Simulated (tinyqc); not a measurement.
Solid against vapour: precursor delivery by bubblers, mass-transport growth and the solid composition of a III-V alloy. Computed by tinyqc, a small Python program. Command: `OMP_NUM_THREADS=1 python tinyqc.py 3021613 3021614 out.jsonl movpe_thermo walk`. One thread of a shared host (Intel(R) Xeon(R) Processor @ 2.30GHz), about 0.02 s of CPU time with the checks.

1 sccm = 44.615 micromol/min; 1 torr = 133.322 Pa. The sources decompose fully at the surface.

Inputs (values chosen for the exercise, modelled on triethylgallium (source 1) and trimethylindium (source 2) for the vapour pressures): growth temperature T = 950 K; interaction L0 of the solid = 10.8 kJ/mol; exchange energy dG_x of AC + (1/2) D2 -> AD + (1/2) C2 = 3.8 kJ/mol.

Alloy: mixing on the group-V sites.

Constants: R = 8.314462618 J/(mol K).

Method. At high V/III the group-V pressures at the surface equal those supplied, as dimers: p_D2/p_C2 = x_v/(1 - x_v). Equilibrium of the solid AC(1-x)D(x), A standing for the mix of both group-III metals: ln[x/(1 - x)] + L0 (1 - 2x)/(R T) = -dG_x/(R T) + (1/2) ln[x_v/(1 - x_v)].

Composition:
```
x_v         x  x for L0 = 0   x/x_v
0.02  0.02342       0.08114  1.1712
0.05  0.03860       0.12419  0.7721
0.10  0.05795       0.17084  0.5795
0.25  0.10918       0.26301  0.4367
0.50  0.22622       0.38199  0.4524
0.75  0.55327       0.51705  0.7377
0.90  0.81399       0.64965  0.9044
0.95  0.88546       0.72931  0.9321
0.98  0.93413       0.81227  0.9532
```

What does the comparison show, and why?

dG_x = 3.8 kJ/mol favours AC: at x_v = 1/2 the ideal solid has x = 0.382. The positive L0 pushes x away from 1/2, to 0.226, and steepens the curve near x = 1/2; at L0 = 2 R T = 15.8 kJ/mol the slope would diverge.
